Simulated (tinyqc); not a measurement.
Landau coefficient from the swing.

Inverse problem. Below threshold and near Q = 0, a ferroelectric film of thickness tf changes the swing n Vt ln 10 by the factor 1 + 2 al tf Cp, and al = -3 sqrt(3) Ec/(4 Pr) (1 nm times 1 kV/cm is 1e-4 V). Find n, al and Pr.

Inputs (values chosen for the exercise): temperature T = 300 K; coercive field Ec = 1000 kV/cm; overlap capacitance per gate area Cp = 0.21 uF/cm^2.

Constants: q = 1.602176634e-19 C, kB = 1.380649e-23 J/K, Vt = kB T/q. Results are converted to the units shown.

swing without the film and with tf = 27 nm (mV/decade): 71.431715  67.047269

Answer. The first swing gives n, the ratio of the two gives al, and Ec then gives Pr.

n = 1.200
al = -54.13 kV cm/uC
Pr = 24.00 uC/cm^2

Computed by the program tinyqc: `OMP_NUM_THREADS=1 python tinyqc.py 2860058 2860059 out.jsonl`, one thread of a shared Intel Xeon 2.30GHz, about 0.02 s for the whole run.
